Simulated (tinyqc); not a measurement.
Current crowding under a contact, resistor ladder against the transmission-line model: two steps of the calculation.

A metal contact of length d and width W on a thin layer of the same width. The metal has no resistance, the sheet resistance under it equals Rsh, and current enters the layer at the front edge x = 0.

Parameters, values chosen for the exercise:
- Rsh = 1900 ohm/sq (sheet resistance of the semiconductor layer)
- rc = 1.4e-6 ohm cm^2 (specific contact resistivity)
- d = 0.35 um (contact length)
- W = 23 um (contact width)
- n = 6 (cells)
- I = 2 mA (current)

Question 1. Voltages and the share of the current. Cut the contact into n cells of length hc = d/n. Neighbouring cell centres are joined by a = W/(Rsh hc), each centre joins the metal (0 V) by g = W hc/rc, and I enters cell 1 through half a cell: -a v_(i-1) + b_i v_i - a v_(i+1) = I for i = 1 and 0 otherwise, b_i = g + 2 a (g + a at both ends). Rc = v_1/I + 1/(2 a). Cell i passes g v_i to the metal.

a = 0.20751880 S
g = 0.0095833333 S
b_i, cell 1 to 6 (S): [0.21710213, 0.42462093, 0.42462093, 0.42462093, 0.42462093, 0.21710213]

Find: v_i; share of the current; Rc of the ladder.

Answer 1.

v_i, cell 1 to 6 (mV): [47.733, 40.300, 34.727, 30.759, 28.211, 26.966]
share of the current, cell 1 to 6 (%): [22.872, 19.310, 16.640, 14.739, 13.518, 12.921]
Rc of the ladder = 26.276 ohm

The first cell passes 22.9 % of the current and the last 12.9 %; an even spread would give 16.7 % each.

Question 2. The transmission-line result. Transfer length Lt = sqrt(rc/Rsh); front resistance Rc = (Rsh Lt/W) coth(d/Lt); end resistance Re = (Rsh Lt/W)/sinh(d/Lt). v(x) = I (Rsh Lt/W) cosh((d - x)/Lt)/sinh(d/Lt) at the cell centres x = (i - 1/2) d/n.

Wanted: Lt; Rc; Re; v(x).

Answer 2.

Lt = 0.27145 um
Rc = 26.106 ohm
Re = 13.367 ohm
v(x), cell 1 to 6 (mV): [47.685, 40.240, 34.660, 30.686, 28.135, 26.889]

The ladder's Rc is 0.65 % above this value, with cells 0.21 Lt long.

Program tinyqc, `OMP_NUM_THREADS=1 python tinyqc.py 2760091 2760092 out.jsonl`; Intel Xeon 2.30GHz, shared host, one thread, about 0.01 s.
